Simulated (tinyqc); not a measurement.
Switching kinetics of a ferroelectric film and the memory window of a ferroelectric gate stack: one step, computed by the program tinyqc. Command: `OMP_NUM_THREADS=1 python tinyqc.py 3017056 3017057 out.jsonl feswitch walk`. One thread of a shared host (Intel(R) Xeon(R) Processor @ 2.30GHz), about 0.01 s of CPU time with the checks.

Fields in MV/cm; 1 microcoulomb/cm^2 over eps_0 is 11.29409 MV/cm. In the stack (metal, ferroelectric, interlayer, channel) the channel is taken as a conductor.

Problem. The hysteresis loop. Saturated branches: P(E) = P_s tanh[(E -/+ E_c)/(2 delta)], delta = E_c/ln[(1 + P_r/P_s)/(1 - P_r/P_s)]; D = P + eps_0 eps_F E.

Inputs (values chosen for the exercise, for a model film): saturation polarisation P_s = 18 microcoulomb/cm^2; ratio P_r/P_s = 0.74; coercive field E_c = 0.77 MV/cm; permittivity of the ferroelectric eps_F = 23.

Give: delta; P on both branches (microcoulomb/cm^2) at E/E_c = -3, -2, -1, -0.5, 0, 0.5, 1, 1.5, 2, 3; peak differential permittivity eps_F + P_s/(2 delta eps_0).

Solution.

delta = 0.4051 MV/cm

P on both branches (microcoulomb/cm^2) at E/E_c = -3, -2, -1, -0.5, 0, 0.5, 1, 1.5, 2, 3:
```
E (MV/cm)  rising branch  falling branch
-2.310            -17.98          -17.21
-1.540            -17.88          -13.32
-0.770            -17.21            0.00
-0.385            -16.03            7.96
0.000             -13.32           13.32
0.385              -7.96           16.03
0.770               0.00           17.21
1.155               7.96           17.69
1.540              13.32           17.88
2.310              17.21           17.98
```

peak differential permittivity eps_F + P_s/(2 delta eps_0) = 273.9
